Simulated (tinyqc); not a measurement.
Worked calculation: scattering of inversion-layer electrons by surface optical phonons of the gate insulator (remote phonon scattering). Computed by tinyqc, a small Python program that keeps every step. Command: `OMP_NUM_THREADS=1 python tinyqc.py 3111483 3111484 out.jsonl sophonon walk`. One thread of a shared host (Intel(R) Xeon(R) Processor @ 2.30GHz), about 0.01 s of CPU time with the checks. Intermediate numbers are printed to about 6 digits and carried at full precision; extremes and crossings named in words are read from the listed rows.

One subband with the Fang-Howard envelope; insulator and channel are half-spaces, the gate is far away, and an interlayer only moves the polar surface away by t (its own modes and its permittivity contrast are left out).

Inputs (values chosen for the exercise, modelled on SiO2 on germanium):
```
quantity                                   value        unit
static constant of the insulator eps_0s     3.97           -
intermediate constant eps_i                 3.07           -
optical constant eps_inf                    2.47           -
hbar omega_TO1                              55.2         meV
hbar omega_TO2                               142         meV
constant of the channel eps_s               16.2           -
in-plane mass m                            0.123         m_0
valleys g_v                                    4           -
sheet density n                          4.5e+12      1/cm^2
mean distance of the electrons z0 = 3/b      2.9          nm
interlayer thickness t                         0          nm
temperature T                                200           K
electron energy E                             57         meV
mobility from other processes                610  cm^2/(V s)
```

Screening by the channel electrons: none.

Constants: k_B = 8.617333262e-05 eV/K; hbar^2/(2 m_0) = 3.80998212 eV angstrom^2; e^2/(4 pi eps_0) = 14.39964548 eV angstrom; hbar = 6.582119569e-16 eV s; e = 1.602176634e-19 C; m_0 = 9.1093837015e-31 kg.

## Surface modes and strengths

eps(w) = eps_inf + (eps_0s - eps_i) w1^2/(w1^2 - w^2) + (eps_i - eps_inf) w2^2/(w2^2 - w^2). Surface modes solve eps(w) + eps_s = 0, a quadratic in w^2; the strength of a mode is g = 2/(w d eps/dw). Occupation N = 1/(exp(hbar w/(k_B T)) - 1).

hbar omega_SO (meV): 1 56.467, 2 144.282

strengths g: 1 0.00228860, 2 0.00169468

occupations N: 1 0.0392476, 2 0.0002314

hbar omega g (2 N + 1) (meV): 1 0.139374, 2 0.244626

The lower mode has the larger hbar omega g N, the prefactor of absorption before the dependence on q: 0.00507 and 5.66e-5 meV.

## The electron gas

Density of states D = g_v m/(pi hbar^2); eta = E_F/(k_B T) = ln(exp(n/(D k_B T)) - 1); screening wave number q_s = e^2 D/(2 eps_0 eps_avg) x 1/(1 + exp(-eta)), eps_avg = (eps_s + eps_inf)/2; b = 3/z0.

D = 2.05524e+14 1/(eV cm^2)

eta = 0.940924

q_s = 1.43279 1/nm

b = 1.03448 1/nm

## Squared matrix elements

For a mode of strength g, without the occupation factor, Area x |M(q)|^2 = e^2 hbar w g/(2 eps_0 q) x (b/(b + q))^6 exp(-2 q t).

Area x |M|^2 (meV^2 nm^2):
```
q (1/nm)  (b/(b + q))^6  exp(-2 q t)       mode 1       mode 2
0.05           0.753362            1  1.76169e+04  3.33325e+04
0.10           0.574847            1  6.72122e+03  1.27170e+04
0.20           0.346282            1  2.02440e+03  3.83030e+03
0.30           0.217001            1  8.45739e+02  1.60020e+03
0.50           0.093879            1  2.19530e+02  4.15366e+02
0.80           0.032156            1  4.69963e+01  8.89204e+01
1.20           0.009846            1  9.59383e+00  1.81522e+01
```

## Rates at the energy E

Approximate momentum relaxation rate, taking tau v alike in the initial and final states: 1/tau = (m/(2 pi hbar^3)) sum over modes and over absorption (N, E' = E + hbar w) and emission (N + 1, E' = E - hbar w > 0) of [(1 - f(E'))/(1 - f(E))] int_0^(2 pi) Area |M(q)|^2 (1 - cos theta) d theta, q^2 = k^2 + k'^2 - 2 k k' cos theta, f the Fermi function; 48 midpoints in theta from 0 to pi.

rates (1/ps): mode 1 absorption 0.006194, mode 1 emission 0.239482, mode 2 absorption 0.000029, mode 2 emission 0.000000

tau at E = 4069.93 fs

## Mobility

mu = (e/m) int tau E f (1 - f) dE/(k_B T int f dE), by 300 midpoints from 0 to (max(eta, 0) + 14) k_B T; Matthiessen sum with the other processes.

remote-phonon mobility = 899033 cm^2/(V s)

total mobility = 609.586 cm^2/(V s)

loss of mobility = 0.0678047 %

Caution: a relaxation time is only an approximation for inelastic scattering, and static or no screening brackets the true dynamic screening only roughly.

## What an interlayer buys

The formulas are those given above.

Against the interlayer thickness:
```
t (nm)  remote-phonon mobility (cm^2/(V s))  total (cm^2/(V s))
0.0                             8.99033e+05             609.586
0.3                             1.27426e+06             609.708
0.6                             1.77669e+06             609.791
1.0                             2.69959e+06             609.862
1.5                             4.38826e+06             609.915
2.0                             6.87902e+06             609.946
3.0                             1.55104e+07             609.976
```

1 nm of interlayer raises the remote-phonon mobility by a factor 3.00, as exp(2 q t) with an effective q of 0.55 per nm; between 2 and 3 nm the effective q is 0.41. The total stays at 610 over the first nanometre.

Checks made by the program: sum of strengths against 1/(eps_s + eps_inf) - 1/(eps_s + eps_0s) (relative difference below 1e-10).
